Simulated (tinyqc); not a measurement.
Shallow acceptor in the spherical model (Baldereschi-Lipari), strong spin-orbit limit: one step, computed by the program tinyqc.

The 1S(3/2) state has an s envelope f(r) and a d envelope g(r). In effective units they obey -(f'' + 2f'/r + 2f/r) + mu (g'' + 5g'/r + 3g/r^2) = E f and -(g'' + 2g'/r - 6g/r^2 + 2g/r) + mu (f'' - f'/r) = E g. The cubic term, the split-off band and the central cell are left out.

Question. Matrices in a small basis. zeta_i = zeta_1 beta^(i-1), i = 1..n, in both channels. Basis: f_i = exp(-zeta_i r), g_i = r exp(-zeta_i r), weight r^2 dr, s = zeta_i + zeta_j. S_ff = 2/s^3, H_ff = zeta_i zeta_j S_ff - 2/s^2; S_gg = 24/s^5, H_gg = 8/s^3 + 24 zeta_i zeta_j/s^5 - 12/s^4; H(f_i, g_j) = mu (6 zeta_i^2/s^4 + 2 zeta_i/s^3); S_fg = 0. Each function is normalised by sqrt(S_ii).

Inputs (values chosen for the exercise, modelled on silicon): functions per channel n = 3; smallest exponent zeta_1 = 0.74 1/a*; ratio beta of exponents = 2.

mu = 0.4749057

Give: H; S.

Answer.

H (Ry*):
```
,f1,f2,f3,g1,g2,g3
f1,-0.9324,-0.9426,-0.7729,0.3754,0.5033,0.4920
f2,-0.9426,-0.7696,-0.04961,0.7550,1.501,2.013
f3,-0.7729,-0.04961,2.8416,1.045,3.020,6.006
g1,0.3754,0.7550,1.045,0.5377,1.213,1.607
g2,0.5033,1.501,3.020,1.213,3.631,6.505
g3,0.4920,2.013,6.006,1.607,6.505,17.48
```

S:
```
,f1,f2,f3,g1,g2,g3
f1,1.000,0.838,0.512,0.000,0.000,0.000
f2,0.838,1.000,0.838,0.000,0.000,0.000
f3,0.512,0.838,1.000,0.000,0.000,0.000
g1,0.000,0.000,0.000,1.000,0.745,0.328
g2,0.000,0.000,0.000,0.745,1.000,0.745
g3,0.000,0.000,0.000,0.328,0.745,1.000
```

Caution: gamma_3 and gamma_2 differ by more than 0.17 gamma_1: band warping, left out here, adds several per cent to the binding.
